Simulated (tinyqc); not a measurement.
Inside a calculation. Model: p-i-n junction, non-linear Poisson equation by Newton steps.

tinyqc, about 0.1 s, one thread, Intel Xeon 2.30GHz (shared host): `OMP_NUM_THREADS=1 python tinyqc.py 2000169 2000170 out.jsonl` Printed values are rounded; ~0 in a residual or rate marks an entry under 1e-11 of the largest of its column.

One dimension, p side on the left, n side on the right; net doping C = -Na for x < 0, 0 for 0 < x < Li and +Nd beyond. The potential psi is counted from the intrinsic level, and the quasi-Fermi potentials are flat: 0 for holes and -V for electrons, so n = ni exp((psi + V)/Vt) and p = ni exp(-psi/Vt) (Boltzmann statistics, full ionisation, no current).

Inputs (values chosen for the exercise); band and dielectric values close to those of 4H silicon carbide:
```
symbol,value,unit,meaning
T,325,K,temperature
Eg,3.32,eV,band gap
eps_r,9.77,,relative permittivity
Nc,1.89e19,cm^-3,conduction-band density of states at T
Nv,2.84e19,cm^-3,valence-band density of states at T
Na,1.1e16,cm^-3,acceptor density of the p side
Nd,5.6e15,cm^-3,donor density of the n side
V,-0.5,V,bias of the p side against the n side
Li,1900,nm,"width of the undoped layer, from x = 0 to Li"
```

Constants: q = 1.602176634e-19 C, kB = 1.380649e-23 J/K, Vt = kB T/q, eps0 = 8.8541878128e-14 F/cm where lengths are in cm. Results are converted to the units shown.

## Intrinsic density, end potentials and Debye lengths

ni = sqrt(Nc Nv) exp(-Eg/(2 Vt)), Eg in volts; psi_p = -Vt ln(Na/ni), psi_n = Vt ln(Nd/ni) - V; Debye length sqrt(eps0 eps_r Vt/(q N)).

ni = 4.20004e-7 cm^-3
psi_p = -1.44568 V
psi_n = 1.92677 V
Debye length, p side = 37.0765 nm
Debye length, n side = 51.9638 nm

## Net doping on the mesh

x, node 0 to 13 (nm): [-761, -571, -408, -268, -148, -44.5, 44.5, 171, 350, 605, 967, 1480, 2210, 3250]

C = -Na for x < 0, 0 for 0 < x < Li and +Nd beyond, taken at the nodes.

net doping C, node 0 to 13 (cm^-3): [-1.1e16, -1.1e16, -1.1e16, -1.1e16, -1.1e16, -1.1e16, 0, 0, 0, 0, 0, 0, 5.6e15, 5.6e15]

## Couplings between neighbouring nodes

a_i = eps0 eps_r/h_i for the interval from node i to i + 1, with h_i = x_(i+1) - x_i in cm.

coupling a_i, interval 0 to 12 (F/cm^2): [4.55292e-8, 5.30708e-8, 6.17896e-8, 7.20878e-8, 8.35801e-8, 9.71971e-8, 6.83837e-8, 4.83270e-8, 3.39237e-8, 2.38965e-8, 1.68627e-8, 1.18501e-8, 8.31783e-9]

## Starting potential

The parabolas of an abrupt Na-Nd junction in the depletion approximation: psi_p + q Na (x + xp)^2/(2 eps0 eps_r) for -xp < x < 0, psi_n - q Nd (xn - x)^2/(2 eps0 eps_r) for 0 < x < xn, flat outside, with W = sqrt(2 eps0 eps_r (psi_n - psi_p)(1/Na + 1/Nd)/q), xp = W Nd/(Na + Nd), xn = W Na/(Na + Nd), psi_p = -Vt ln(Na/ni), psi_n = Vt ln(Nd/ni) - V.

psi at the start, node 0 to 13 (V): [-1.44568, -1.44568, -1.44568, -1.40104, -1.09253, -0.59079, -0.01527, 0.70464, 1.43975, 1.91304, 1.92677, 1.92677, 1.92677, 1.92677]

## Iteration 1: densities, residual and Jacobian diagonal

n_i = ni exp((psi_i + V)/Vt), p_i = ni exp(-psi_i/Vt), rho_i = p_i - n_i + C_i, g_i = (n_i + p_i)/Vt. Box widths w_i = (h_(i-1) + h_i)/2 in cm. Residual F_i = a_i (psi_(i+1) - psi_i) - a_(i-1) (psi_i - psi_(i-1)) + q rho_i w_i; Jacobian: a_(i-1) and a_i beside the diagonal, b_i = -a_(i-1) - a_i - q g_i w_i on it. The two end nodes are fixed.

n, node 0 to 13 (cm^-3): [2.82885e-37, 2.82885e-37, 2.82885e-37, 1.39231e-36, 8.47015e-32, 5.10840e-24, 4.29470e-15, 6.26134e-4, 1.57020e8, 3.43008e15, 5.6e15, 5.6e15, 5.6e15, 5.6e15]
p, node 0 to 13 (cm^-3): [1.1e16, 1.1e16, 1.1e16, 2.23494e15, 3.67377e10, 609.140, 7.24552e-7, 4.96976e-18, 1.98174e-29, 9.07189e-37, 5.55667e-37, 5.55667e-37, 5.55667e-37, 5.55667e-37]
residual F, node 1 to 12 (C/cm^2): [~0, 2.75786e-9, 1.22624e-9, 6.57763e-14, -2.95882e-9, -6.70871e-9, -1.37050e-8, -1.94697e-8, -3.26817e-8, -3.95814e-8, -5.57622e-8, ~0]
diagonal b, node 1 to 12 (F/cm^2): [-1.20929e-6, -1.06823e-6, -3.00090e-7, -1.55670e-7, -1.80777e-7, -1.65581e-7, -1.16711e-7, -8.22508e-8, -6.63181e-7, -1.44235e-6, -2.01977e-6, -2.85538e-6]

## Iteration 1: Newton step

Solve the tridiagonal system a_(i-1) d_(i-1) + b_i d_i + a_i d_(i+1) = -F_i for nodes 1 to 12, with d = 0 on fixed nodes. Half of the step is added while the largest |d| exceeds 1.5 Vt, the full step after that.

Newton step d, before damping, node 1 to 12 (V): [-0.000088, -0.001994, -0.079039, -0.344327, -0.573148, -0.739471, -0.877769, -0.789876, -0.090739, -0.029271, -0.027853, -0.000116]
psi after iteration 1, node 0 to 13 (V): [-1.44568, -1.44572, -1.44667, -1.44056, -1.26469, -0.87737, -0.38501, 0.26576, 1.04481, 1.86767, 1.91213, 1.91284, 1.92671, 1.92677]

## Course of the Newton iteration

Stop when the largest undamped |d| is below 1e-9 V, or after 80 iterations.

Course of the iteration:
```
iteration  largest |F| (C/cm^2)  largest |d| (V)  at node
1                       5.58e-8            0.878        7
2                       3.38e-8            0.550        8
3                       2.85e-8             1.04        9
4                       1.74e-8            0.659        9
5                       1.78e-8            0.990       10
6                       9.91e-9            0.701       10
7                       1.03e-8            0.823       11
8                       5.22e-9            0.417       11
9                       2.61e-9            0.208       11
10                      1.30e-9            0.104       11
11                     6.52e-10           0.0520       11
12                     3.26e-10           0.0260       11
13                     7.94e-13          6.28e-6        6
14                     5.04e-17         1.77e-10        6
```

Converged in 14 iterations. Once the step is below 0.1 Vt, 1 more iteration(s) reach the threshold: near the solution the error is roughly squared each time.

## Converged densities, field and charge

converged psi, node 0 to 13 (V): [-1.44568, -1.44568, -1.44567, -1.44546, -1.44280, -1.41751, -1.28508, -1.09774, -0.83265, -0.45502, 0.08108, 0.84079, 1.92186, 1.92677]

n and p as above; field E_i = -(psi_(i+1) - psi_i)/h_i on each interval; charge on either side of the peak Q = eps0 eps_r |E|max (Gauss).

n, node 0 to 13 (cm^-3): [2.82885e-37, 2.82891e-37, 2.83014e-37, 2.85110e-37, 3.13482e-37, 7.73392e-37, 8.75114e-35, 7.03263e-32, 9.07382e-28, 6.51293e-22, 1.33962e-13, 0.0808810, 4.69939e15, 5.6e15]
p, node 0 to 13 (cm^-3): [1.1e16, 1.09998e16, 1.09950e16, 1.09142e16, 9.92636e15, 4.02349e15, 3.55581e13, 4.42471e10, 3.42936e6, 4.77778, 2.32286e-8, 3.84730e-20, 6.62157e-37, 5.55667e-37]
field E, interval 0 to 12 (kV/cm): [0.0000, -0.0007, -0.0148, -0.2214, -2.4436, -14.8803, -14.8093, -14.8092, -14.8092, -14.8092, -14.8092, -14.8092, -0.0472]
peak |E| = 14.8803 kV/cm
charge Q = 12.8723 nC/cm^2

A mesh of more than 1000 nodes gives a peak field of 16.54 kV/cm; the 14-node value is 10 % below it.
